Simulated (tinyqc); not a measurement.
Width and zero-phonon weight against temperature: configuration-coordinate model of a defect: Huang-Rhys factor and luminescence line shape. Computed by tinyqc, a small Python program. Command: `OMP_NUM_THREADS=1 python tinyqc.py 3005084 3005085 out.jsonl ccline walk`. One thread of a shared host (Intel(R) Xeon(R) Processor @ 2.30GHz), about 0.01 s of CPU time with the checks.

Ground state E_g(Q) = (1/2) omega_g^2 Q^2; excited state E_e(Q) = E_0 + (1/2) omega_e^2 (Q - dQ)^2 with E_0 = E_ZPL - (hbar omega_e - hbar omega_g)/2. Q is mass-weighted; the dipole does not depend on Q (Condon approximation).

Inputs (values chosen for the exercise, for a model defect):
```
quantity                           value              unit
zero-phonon energy E_ZPL             1.2                eV
displacement dQ                    0.812  u^(1/2) angstrom
ground-state phonon hbar omega_g    35.4               meV
excited-state phonon hbar omega_e   30.4               meV
```

Modes: different frequencies.

Constants: hbar^2/u = 4.18015928e-03 eV angstrom^2; k_B = 8.617333262e-05 eV/K.

Method:
- S = hbar omega dQ^2/(2 hbar^2/u) for each state; relaxation energy S hbar omega; absorption at E_0 + S_e hbar omega_e, emission at E_0 - S_g hbar omega_g; the Stokes shift is their difference.
- Overlaps <m_e|n_g> of harmonic-oscillator functions (Hermite recursion, positive leading coefficients) by a sum over an even grid (700 points from x = -9 to 9 + d for the small table, 1500 points from -16 to 16 + d for the thermal sums), with x = Q sqrt(omega_g/hbar), d = sqrt(2 S_g) and frequency ratio omega_e/omega_g.
- Initial levels m = 0..24 carry Boltzmann weights exp(-m hbar omega_e/k_B T), normalised; final levels n = 0..79; a line lies at E_ZPL + m hbar omega_e - n hbar omega_g with weight w_m <m|n>^2. Moments are taken over these weights without the E^3 factor; FWHM = 2 sqrt(2 ln 2) x standard deviation; the zero-phonon weight is w_0 <0|0>^2, since the other m -> m lines are offset by m (hbar omega_e - hbar omega_g).
- For comparison: FWHM(0) sqrt(coth(hbar omega_e/2 k_B T)) with FWHM(0) from the first row, and exp(-S_g coth(hbar omega_e/2 k_B T)).

S_g = 2.79185

Against temperature:
```
T (K)  mean energy (eV)  FWHM (eV)  coth law (eV)  zero-phonon weight  exp(-S coth)
18               1.1010    0.15057        0.15057            0.075577    6.1308e-02
53               1.1010    0.15077        0.15077            0.075480    6.0868e-02
110              1.1007    0.15682        0.15680            0.072518    4.8442e-02
180              1.1001    0.17362        0.17352            0.064930    2.4540e-02
280              1.0988    0.20185        0.20157            0.054138    6.7171e-03
420              1.0969    0.23965        0.23900            0.042948    8.8139e-04
600              1.0942    0.28292        0.28166            0.033597    5.7213e-05
```

What follows from these numbers?

The width grows by a factor 1.88, flat while k_B T is well below hbar omega and as sqrt(T) above; the coth law, exact only for equal frequencies, misses by at most 0.44 %. The mean energy moves by -6.8 meV because the frequencies differ. The zero-phonon weight goes from 0.0756 to 0.0336, against 0.0613 to 5.72e-5 for the exponential rule, which assumes many modes of equal frequency in both states.
